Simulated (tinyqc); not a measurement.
Substrate current against gate voltage: lateral field, substrate current, probability of reaching the oxide barrier and hot-carrier lifetime of a silicon transistor (pseudo-two-dimensional and lucky-electron models). Computed by tinyqc, a small Python program. Command: `OMP_NUM_THREADS=1 python tinyqc.py 3003446 3003447 out.jsonl hotcar walk`. One thread of a shared host (Intel(R) Xeon(R) Processor @ 2.30GHz), about 0.01 s of CPU time with the checks.

Local-field models: a lucky carrier gains its energy at the peak field over a path free of collisions. Voltages are magnitudes.

Inputs (values chosen for the exercise, modelled on a silicon n-channel): channel length L = 590 nm; oxide thickness t = 17 nm; junction depth x_j = 160 nm; mobility mu = 330 cm^2/(V s); saturation velocity v_s = 0.87 1e7 cm/s; threshold voltage V_T = 0.47 V; drain voltage V_D = 3.6 V; ionisation prefactor A_i = 2.1e+06 1/cm; ionisation field B_i = 1.76 MV/cm; hot-carrier mean free path lambda = 8 nm; oxide barrier phi_b = 3.1 eV; interface-trap threshold phi_it = 3.8 eV; lifetime constant H = 300 s microampere/micrometre.

Drain: abrupt.

Constants: eps_0 = 8.8541878128e-12 F/m.

Method:
- C_ox = 3.9 eps_0/t; F_sat = 2 v_s/mu; V_Dsat = V_ov F_sat L/(V_ov + F_sat L), V_ov = V_G - V_T; I_D/W = C_ox v_s (V_ov - V_Dsat).
- Scale length l = 0.22 t^(1/3) x_j^(1/2) (all in cm); F_m = sqrt(((V_D - V_Dsat)/l_e)^2 + F_sat^2), with l_e = l; length of the velocity-saturated region l_e ln((V_D - V_Dsat)/(l_e F_sat) + F_m/F_sat).
- Substrate current I_sub/I_D = (A_i/B_i)(V_D - V_Dsat) exp(-B_i/F_m); probability of reaching the oxide barrier exp(-phi_b/(e lambda F_m)); lifetime tau = (H/(I_D/W)) exp(phi_it/(e lambda F_m)).

At the given drain voltage:
```
V_G (V)  V_Dsat (V)  I_D/W (microampere/micrometre)  F_m (kV/cm)  I_sub/W (microampere/micrometre)     tau (s)
0.64         0.1612                            1.56       331.64                           0.03166  3.2004e+08
0.82         0.3146                            6.26       317.23                           0.09551  1.5268e+08
1.10         0.5239                           18.75       297.60                           0.18589  1.3678e+08
1.40         0.7160                           37.82       279.62                           0.24037  1.8921e+08
1.90         0.9797                           79.58       255.00                           0.25028  4.6347e+08
2.40         1.1911                          130.58       235.35                           0.21214  1.3384e+09
2.90         1.3643                          188.33       219.30                           0.16429  4.0631e+09
3.40         1.5089                          251.14       205.97                           0.12189  1.2383e+10
4.00         1.6536                          331.59       192.68                           0.08308  4.6022e+10
```

What follows from these numbers?

I_sub peaks at V_G = 1.9 V, 0.53 V_D: a higher gate voltage brings more carriers but raises V_Dsat and so lowers F_m. The shortest lifetime among the rows lies at V_G = 1.1 V, below that of the largest I_sub, since tau depends more steeply on the field.

Extremes, crossings and ranges named in words are read from the listed rows.
